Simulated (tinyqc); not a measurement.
Comparisons within one model: impurity band of shallow donors (Hubbard estimate). A value that a table varies takes the place of the one given here.

Constants: e^2/(4 pi eps0) = 14.39964547 eV angstrom.

Inputs chosen for the exercise (near those of two donors in GaAs; shifted at random, so the results belong to these values and not to a real crystal):
- a = 88.6 angstrom (orbital radius)
- eps = 12.9 (dielectric constant)
- Ns = (0.00024, 0.00061, 0.0015, 0.0037, 0.0085, 0.018, 0.037) x 1e18/cm^3 (donor densities)
- R = 503 angstrom (separation)

## From lone donors to an impurity band

Donors on a simple cubic lattice of spacing R = N^(-1/3) (1/angstrom^3 = 1e24/cm^3), Ha* = q/(eps a), q = e^2/(4 pi eps0), x = R/a. Hopping t = Ha* (1 + x) exp(-x), band width B = 12 t, on-site repulsion U = (5/8) Ha*; the gap closes near B/U = 1.15. Valley factors and disorder are left out.

Results:

| N (1e18/cm^3) | R (angstrom) | N^(1/3) a | t (meV) | B (meV) | B/U |
|---|---|---|---|---|---|
| 0.00024 | 1609.1 | 0.055 | 3.13e-06 | 3.75e-05 | 4.77e-06 |
| 0.00061 | 1179.1 | 0.075 | 0.000299 | 0.00359 | 0.000456 |
| 0.0015 | 873.6 | 0.101 | 0.00715 | 0.0858 | 0.0109 |
| 0.0037 | 646.5 | 0.137 | 0.0708 | 0.850 | 0.108 |
| 0.0085 | 490.0 | 0.181 | 0.326 | 3.91 | 0.497 |
| 0.018 | 381.6 | 0.232 | 0.901 | 10.8 | 1.37 |
| 0.037 | 300.1 | 0.295 | 1.87 | 22.4 | 2.85 |

What does this show, and why?

B/U passes 1.15 between 0.0085 and 0.018 x 1e18/cm^3; the root is x = 4.52, N^(1/3) a = 0.221, N = 0.016 x 1e18/cm^3, below the 0.025 that the empirical rule N^(1/3) a = 0.26 gives; the estimate is rough, since random positions, the overlap of the orbitals and screening are left out. While N grows by 154 times, t grows by 5.98e+05 times.

## What each parameter does (pair of shallow donors (hydrogen-like orbitals))

Each donor has the orbital exp(-r/a); energy unit Ha* = q/(eps a), q = e^2/(4 pi eps0), so that a lone donor is bound by Ha*/2; x = R/a. One electron: S = (1 + x + x^2/3) exp(-x), j = 1/x - (1 + 1/x) exp(-2x), k = (1 + x) exp(-x); levels E(+/-) = -1/2 - (j +/- k)/(1 +/- S) in Ha*, without the repulsion of the ions, split by D = |E(-) - E(+)|.

Two electrons, Heitler-London: with S' = (1 - x + x^2/3) exp(x), C = 1/x - exp(-2x)(1/x + 11/8 + 3x/4 + x^2/6), X = (1/5){exp(-2x)(25/8 - 23x/4 - 3x^2 - x^3/3) + (6/x)[S^2 (0.5772157 + ln x) + S'^2 Ei(-4x) - 2 S S' Ei(-2x)]}, Q = C - 2j + 1/x and A = X - 2 S k + S^2/x, the singlet and triplet lie at (Q +/- w A)/(1 +/- w S^2) from two lone donors, with the valley weight w = 1 (one valley); the exchange is J = triplet - singlet.

x, D = |E(-) - E(+)| and J. Each row changes one parameter from the base and keeps the others.

Results:

| case | x | D (meV) | J (micro-eV) |
|---|---|---|---|
| base | 5.677 | 0.3124 | 19.2 |
| a = 97.5 angstrom | 5.159 | 0.4304 | 39.7 |
| eps = 14.2 | 5.677 | 0.2838 | 17.4 |
| R = 578 angstrom | 6.524 | 0.1554 | 4.79 |

What does this show?

The largest shifts from the base row, up to three for each result and ties (the steps differ in size, so this ranks the rows, not the parameters). x: R +0.847, a -0.518; unchanged at the printed digits by eps. D (meV): R -0.157, a +0.118, eps -0.0286. J (micro-eV): a +20.5, R -14.4, eps -1.75.

Program tinyqc; command `OMP_NUM_THREADS=1 python tinyqc.py 1280978 1280979 out.jsonl`; about 0.01 s on one thread of a shared Intel(R) Xeon(R) Processor @ 2.30GHz.
